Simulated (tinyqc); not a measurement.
Ratio and sensitivities against delay: time-domain thermoreflectance: layered heat flow under a modulated pulse train, and what the signal ratio measures. Computed by tinyqc, a small Python program. Command: `OMP_NUM_THREADS=1 python tinyqc.py 3111099 3111100 out.jsonl tdtr walk`. One thread of a shared host (Intel(R) Xeon(R) Processor @ 2.30GHz), about 0.3 s of CPU time with the checks.

Pulses repeat at 80 MHz; heat is laid down at the surface, all layers are isotropic, and the film is in perfect contact with the substrate.

Inputs (values chosen for the exercise, modelled on aluminium on sapphire):

| quantity | value | unit |
|---|---|---|
| metal thickness d | 76 | nm |
| metal conductivity | 160 | W/(m K) |
| metal heat capacity | 2.42 | MJ/(m^3 K) |
| boundary conductance G under the metal | 270 | MW/(m^2 K) |
| film thickness | 210 | nm |
| film conductivity | 3 | W/(m K) |
| film heat capacity | 2.6 | MJ/(m^3 K) |
| substrate conductivity kappa | 35.7 | W/(m K) |
| substrate heat capacity C | 3.1 | MJ/(m^3 K) |
| modulation frequency f | 5 | MHz |
| spot radius w (1/e^2, pump and probe) | 24 | micrometre |

Stack: metal, film, substrate.

Method:
- For radial wave number k and angular frequency W each layer has u = sqrt(4 pi^2 k^2 + i W C/kappa) and gamma = kappa u. Surface impedance from below: Z = 1/gamma for the substrate; a layer of thickness L maps Z to (Z + tanh(u L)/gamma)/(1 + gamma Z tanh(u L)); a boundary adds 1/G.
- Response per absorbed watt H(W) = 2 pi int_0^(2/w) Z(k, W) exp(-pi^2 k^2 w^2) k dk by 20 Gauss-Legendre points.
- Signal: X + iY = sum_(m = -M..M) H(2 pi (f + m f_r)) exp(i 2 pi m f_r t) exp(-pi (m/M)^2 x 4), f_r = 80 MHz, M = 4000, with H(-W) the complex conjugate of H(W); V_in = X, V_out = Y, ratio = -V_in/V_out.
- Sensitivity S = ln(ratio'/ratio)/ln(1.01) for a rise of one input by 1 %.

Ratio and sensitivities:

| t (ps) | ratio | S to kappa | S to G | S to d | S to C | S to w | S to film conductivity |
|---|---|---|---|---|---|---|---|
| 100 | 2.2381 | 0.067620 | -0.005020 | -0.78172 | 0.067873 | -0.013342 | 0.66383 |
| 200 | 2.1262 | 0.068968 | -0.019374 | -0.73863 | 0.069216 | -0.013260 | 0.64459 |
| 400 | 1.9701 | 0.071053 | -0.030287 | -0.67388 | 0.071292 | -0.013112 | 0.61336 |
| 800 | 1.7650 | 0.074310 | -0.035032 | -0.58953 | 0.074536 | -0.012868 | 0.56914 |
| 1500 | 1.5378 | 0.078969 | -0.033050 | -0.50313 | 0.079177 | -0.012558 | 0.52095 |
| 2500 | 1.3273 | 0.084899 | -0.027858 | -0.43453 | 0.085086 | -0.012282 | 0.48145 |
| 4000 | 1.1154 | 0.093615 | -0.021609 | -0.38084 | 0.093774 | -0.012114 | 0.45098 |

The largest sensitivity in size at 100 ps is to d (-0.78). G is hardly felt. The substrate conductivity is hardly felt at 400 ps.

Extremes, crossings and ranges named in words are read from the listed rows.
